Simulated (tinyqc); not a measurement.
Worked calculation (part 2 of 2): RHF in the sto-6g basis, for H6, spin multiplicity 1. Computed by tinyqc, a small Python program that keeps every step (integrals from PySCF). Command: `OMP_NUM_THREADS=1 python tinyqc.py 27059 27060 out.jsonl` (the two numbers bound the seeds that draw the settings). One thread of a shared host (Intel(R) Xeon(R) Processor @ 2.60GHz), about 0.1 s of CPU time with the checks.

Geometry (angstrom):
```
atom        x        y        z
H     0.00000  0.00000  0.00000
H     0.00000  0.00000  0.86900
H     0.00000  0.00000  1.93300
H     0.00000  0.00000  2.80200
H     0.00000  0.00000  3.86600
H     0.00000  0.00000  4.73600
```

## Iteration 4: building the Fock matrix

D after iteration 3, order 1H 1s, 2H 1s, 3H 1s, 4H 1s, 5H 1s, 6H 1s:
```
[[0.65646, 0.62286, -0.16356, -0.33261, 0.05010, 0.18202],
 [0.62286, 0.65491, 0.04327, -0.16091, -0.03667, 0.05001],
 [-0.16356, 0.04327, 0.68037, 0.61994, -0.16107, -0.33279],
 [-0.33261, -0.16091, 0.61994, 0.68022, 0.04341, -0.16338],
 [0.05010, -0.03667, -0.16107, 0.04341, 0.65520, 0.62306],
 [0.18202, 0.05001, -0.33279, -0.16338, 0.62306, 0.65657]]
```

core Hamiltonian H = T + V (hartree), order 1H 1s, 2H 1s, 3H 1s, 4H 1s, 5H 1s, 6H 1s:
```
[[-1.75955, -1.31253, -0.33979, -0.08164, -0.01138, -0.00191],
 [-1.31253, -2.12098, -1.15210, -0.35720, -0.05885, -0.01135],
 [-0.33979, -1.15210, -2.26993, -1.48768, -0.35719, -0.08148],
 [-0.08164, -0.35720, -1.48768, -2.26986, -1.15200, -0.33920],
 [-0.01138, -0.05885, -0.35719, -1.15200, -2.12047, -1.31083],
 [-0.00191, -0.01135, -0.08148, -0.33920, -1.31083, -1.75877]]
```

nuclear repulsion = 4.8554143 hartree

Given earlier and not repeated: Two-electron integrals (ij|kl) in chemists' order.

J_ij = sum D_kl (ij|kl), K_ij = sum D_kl (ik|jl); F = H + J - 0.5 K; E = tr D H + tr D J / 2 - 0.25 tr D K + E_nn.

Coulomb J (hartree), order 1H 1s, 2H 1s, 3H 1s, 4H 1s, 5H 1s, 6H 1s:
```
[[2.00501, 1.24074, 0.28831, 0.06641, 0.00891, 0.00144],
 [1.24074, 2.33096, 1.06791, 0.30521, 0.04779, 0.00889],
 [0.28831, 1.06791, 2.48060, 1.41021, 0.30519, 0.06628],
 [0.06641, 0.30521, 1.41021, 2.48053, 1.06783, 0.28780],
 [0.00891, 0.04779, 0.30519, 1.06783, 2.33064, 1.23907],
 [0.00144, 0.00889, 0.06628, 0.28780, 1.23907, 2.00435]]
```

exchange K (hartree), order 1H 1s, 2H 1s, 3H 1s, 4H 1s, 5H 1s, 6H 1s:
```
[[1.09996, 0.93715, 0.23660, 0.01504, -0.00068, 0.01376],
 [0.93715, 1.19733, 0.59661, 0.23024, 0.03248, -0.00070],
 [0.23660, 0.59661, 1.19967, 0.93685, 0.23025, 0.01492],
 [0.01504, 0.23024, 0.93685, 1.19966, 0.59660, 0.23631],
 [-0.00068, 0.03248, 0.23025, 0.59660, 1.19689, 0.93624],
 [0.01376, -0.00070, 0.01492, 0.23631, 0.93624, 1.09930]]
```

Fock matrix F (hartree), order 1H 1s, 2H 1s, 3H 1s, 4H 1s, 5H 1s, 6H 1s:
```
[[-0.30452, -0.54036, -0.16978, -0.02275, -0.00213, -0.00735],
 [-0.54036, -0.38868, -0.38250, -0.16712, -0.02730, -0.00212],
 [-0.16978, -0.38250, -0.38917, -0.54589, -0.16712, -0.02267],
 [-0.02275, -0.16712, -0.54589, -0.38916, -0.38247, -0.16956],
 [-0.00213, -0.02730, -0.16712, -0.38247, -0.38828, -0.53988],
 [-0.00735, -0.00212, -0.02267, -0.16956, -0.53988, -0.30406]]
```

total energy of this density = -3.2480096 hartree

## Iteration 4: DIIS over 3 matrices

error matrix X^T (FDS - SDF) X:
```
[[0.00000, -0.02033, -0.00772, 0.01263, 0.00625, 0.00003],
 [0.02033, 0.00000, -0.00664, 0.00623, -0.00001, -0.00625],
 [0.00772, 0.00664, 0.00000, 0.00002, -0.00624, -0.01269],
 [-0.01263, -0.00623, -0.00002, 0.00000, 0.00666, 0.00774],
 [-0.00625, 0.00001, 0.00624, -0.00666, 0.00000, 0.02041],
 [-0.00003, 0.00625, 0.01269, -0.00774, -0.02041, 0.00000]]
```

B (overlaps of the stored error matrices):
```
[[1.8323514e-01, 6.6244964e-02, 2.2777007e-02],
 [6.6244964e-02, 2.4397524e-02, 8.5257246e-03],
 [2.2777007e-02, 8.5257246e-03, 3.0288294e-03]]
```

Minimise |sum c_i e_i|^2 with sum c_i = 1: solve [B -1; -1 0][c; lambda] = [0; -1] with B_ij = tr e_i^T e_j, and take F = sum c_i F_i.

DIIS coefficients: [0.21259, -1.30790, 2.09531]

extrapolated F (hartree), order 1H 1s, 2H 1s, 3H 1s, 4H 1s, 5H 1s, 6H 1s:
```
[[-0.30567, -0.54126, -0.16934, -0.02362, -0.00207, -0.00657],
 [-0.54126, -0.38919, -0.38256, -0.16909, -0.02839, -0.00206],
 [-0.16934, -0.38256, -0.39677, -0.55198, -0.16910, -0.02353],
 [-0.02362, -0.16909, -0.55198, -0.39677, -0.38252, -0.16910],
 [-0.00207, -0.02839, -0.16910, -0.38252, -0.38875, -0.54076],
 [-0.00657, -0.00206, -0.02353, -0.16910, -0.54076, -0.30519]]
```

## Iteration 4: diagonalisation and new density

X, order 1H 1s, 2H 1s, 3H 1s, 4H 1s, 5H 1s, 6H 1s:
```
[[1.17722, -0.40562, 0.07128, -0.01877, 0.00391, -0.00101],
 [-0.40562, 1.30699, -0.35106, 0.07813, -0.01455, 0.00390],
 [0.07128, -0.35106, 1.31949, -0.44492, 0.07810, -0.01874],
 [-0.01877, 0.07813, -0.44492, 1.31947, -0.35095, 0.07118],
 [0.00391, -0.01455, 0.07810, -0.35095, 1.30640, -0.40490],
 [-0.00101, 0.00390, -0.01874, 0.07118, -0.40490, 1.17670]]
```

overlap S, order 1H 1s, 2H 1s, 3H 1s, 4H 1s, 5H 1s, 6H 1s:
```
[[1.00000, 0.57666, 0.13340, 0.03089, 0.00424, 0.00070],
 [0.57666, 1.00000, 0.45993, 0.13340, 0.02181, 0.00423],
 [0.13340, 0.45993, 1.00000, 0.57666, 0.13340, 0.03084],
 [0.03089, 0.13340, 0.57666, 1.00000, 0.45993, 0.13319],
 [0.00424, 0.02181, 0.13340, 0.45993, 1.00000, 0.57603],
 [0.00070, 0.00423, 0.03084, 0.13319, 0.57603, 1.00000]]
```

A level shift of 0.5 hartree raises the virtual space: F + shift (S - S D(s) S), with D(s) the density of one spin (D/2). Diagonalise F' = X^T F X, C = X C', fill 3 alpha and 3 beta electrons from the bottom; D = 2 C_occ C_occ^T. Each column has its largest component positive (the first on a tie).

F' = X^T F X (hartree):
```
[[0.26999, -0.80812, 0.07902, 0.07662, 0.00608, -0.05175],
 [-0.80812, 0.35923, -0.48505, 0.08928, -0.00174, 0.00608],
 [0.07902, -0.48505, 0.36752, -0.83629, 0.08925, 0.07672],
 [0.07662, 0.08928, -0.83629, 0.36750, -0.48503, 0.07894],
 [0.00608, -0.00174, 0.08925, -0.48503, 0.35890, -0.80742],
 [-0.05175, 0.00608, 0.07672, 0.07894, -0.80742, 0.26976]]
```

orbital energies (hartree): [-0.69111, -0.56826, -0.39050, 0.81986, 1.18829, 1.63463]

coefficients C, order 1H 1s, 2H 1s, 3H 1s, 4H 1s, 5H 1s, 6H 1s:
```
[[0.17450, -0.35367, -0.42581, -0.63633, -0.74972, 0.50197],
 [0.26565, -0.41066, -0.28539, 0.38937, 0.89471, -0.85414],
 [0.36394, -0.11241, 0.43901, 0.60544, -0.30854, 1.12881],
 [0.36380, 0.11387, 0.43871, -0.60490, -0.31127, -1.12830],
 [0.26490, 0.41076, -0.28613, -0.39040, 0.89478, 0.85223],
 [0.17381, 0.35339, -0.42645, 0.63720, -0.74885, -0.50023]]
```

D after iteration 4, order 1H 1s, 2H 1s, 3H 1s, 4H 1s, 5H 1s, 6H 1s:
```
[[0.67370, 0.62623, -0.16734, -0.32720, 0.04557, 0.17387],
 [0.62623, 0.64132, 0.03511, -0.15065, -0.03331, 0.04551],
 [-0.16734, 0.03511, 0.67563, 0.62439, -0.15076, -0.32737],
 [-0.32720, -0.15065, 0.62439, 0.67557, 0.03524, -0.16723],
 [0.04557, -0.03331, -0.15076, 0.03524, 0.64154, 0.62644],
 [0.17387, 0.04551, -0.32737, -0.16723, 0.62644, 0.67391]]
```

## Iteration 13 (converged): orbitals

converged F (hartree), order 1H 1s, 2H 1s, 3H 1s, 4H 1s, 5H 1s, 6H 1s:
```
[[-0.30565, -0.54148, -0.16934, -0.02353, -0.00202, -0.00654],
 [-0.54148, -0.38952, -0.38287, -0.16929, -0.02848, -0.00201],
 [-0.16934, -0.38287, -0.39723, -0.55223, -0.16930, -0.02345],
 [-0.02353, -0.16929, -0.55223, -0.39723, -0.38283, -0.16911],
 [-0.00202, -0.02848, -0.16930, -0.38283, -0.38907, -0.54098],
 [-0.00654, -0.00201, -0.02345, -0.16911, -0.54098, -0.30517]]
```

Diagonalise F' = X^T F X, C = X C', fill 3 alpha and 3 beta electrons from the bottom; D = 2 C_occ C_occ^T. Each column has its largest component positive (the first on a tie).

F' = X^T F X (hartree):
```
[[0.02099, -0.57420, 0.08029, -0.00010, 0.00636, -0.00988],
 [-0.57420, 0.10752, -0.39874, 0.08820, -0.01523, 0.00636],
 [0.08029, -0.39874, 0.11785, -0.61459, 0.08816, -0.00005],
 [-0.00010, 0.08820, -0.61459, 0.11782, -0.39868, 0.08022],
 [0.00636, -0.01523, 0.08816, -0.39868, 0.10723, -0.57352],
 [-0.00988, 0.00636, -0.00005, 0.08022, -0.57352, 0.02073]]
```

orbital energies (hartree): [-0.69156, -0.56871, -0.39073, 0.32009, 0.68866, 1.13440]

coefficients C, order 1H 1s, 2H 1s, 3H 1s, 4H 1s, 5H 1s, 6H 1s:
```
[[0.17488, -0.35876, -0.42673, -0.63319, -0.74909, 0.50235],
 [0.26486, -0.40763, -0.28447, 0.39229, 0.89524, -0.85425],
 [0.36436, -0.10722, 0.43847, 0.60691, -0.30879, 1.12853],
 [0.36422, 0.10871, 0.43821, -0.60636, -0.31149, -1.12802],
 [0.26411, 0.40773, -0.28519, -0.39332, 0.89531, 0.85235],
 [0.17417, 0.35848, -0.42743, 0.63402, -0.74823, -0.50062]]
```

D after iteration 13, order 1H 1s, 2H 1s, 3H 1s, 4H 1s, 5H 1s, 6H 1s:
```
[[0.68278, 0.62791, -0.16984, -0.32462, 0.04322, 0.16850],
 [0.62791, 0.63449, 0.03097, -0.14501, -0.03025, 0.04319],
 [-0.16984, 0.03097, 0.67301, 0.62638, -0.14507, -0.32478],
 [-0.32462, -0.14501, 0.62638, 0.67301, 0.03109, -0.16979],
 [0.04322, -0.03025, -0.14507, 0.03109, 0.63466, 0.62812],
 [0.16850, 0.04319, -0.32478, -0.16979, 0.62812, 0.68308]]
```

## Convergence

Stop when the energy changes by less than 1e-10 hartree and every element of the error matrix X^T (F D S - S D F) X is below 3e-06.

Course of the cycle:
```
iteration  E (hartree)     change  largest element of the error matrix
1           -2.8358457          -                             4.70e-01
2           -3.1992592  -3.63e-01                             1.78e-01
3           -3.2419917  -4.27e-02                             6.22e-02
4           -3.2480096  -6.02e-03                             2.04e-02
5           -3.2487952  -7.86e-04                             6.90e-03
6           -3.2488920  -9.68e-05                             2.42e-03
7           -3.2489040  -1.20e-05                             8.53e-04
8           -3.2489055  -1.50e-06                             2.99e-04
9           -3.2489057  -1.93e-07                             1.04e-04
10          -3.2489057  -2.52e-08                             3.70e-05
11          -3.2489057  -3.26e-09                             1.32e-05
12          -3.2489057  -4.21e-10                             4.69e-06
13          -3.2489057  -5.43e-11                             1.67e-06
```

PySCF RHF in the same basis = -3.2489057 hartree

Converged in 13 iterations.

## Populations, bond orders and dipole

Mulliken: Z minus the diagonal of D S on the atom; Loewdin: the same with S^(1/2) D S^(1/2); Mayer order: 2 sum_s sum (D(s) S)_ij (D(s) S)_ji over the two atoms.

Charges (e):
```
atom  Mulliken   Loewdin
1H    -0.01249  -0.02768
2H     0.00900   0.02390
3H     0.00355   0.00383
4H     0.00346   0.00377
5H     0.00905   0.02391
6H    -0.01257  -0.02773
```

Mayer bond orders:
```
pair     order
2-1    0.89588
3-1   -0.00148
3-2    0.10298
4-1    0.08369
4-2   -0.00143
4-3    0.81612
5-1   -0.00016
5-2    0.00264
5-3   -0.00143
5-4    0.10308
6-1    0.02191
6-2   -0.00016
6-3    0.08379
6-4   -0.00148
6-5    0.89578
```

dipole moment about the origin, x y z (debye): [0.00000, 0.00000, -0.00079]
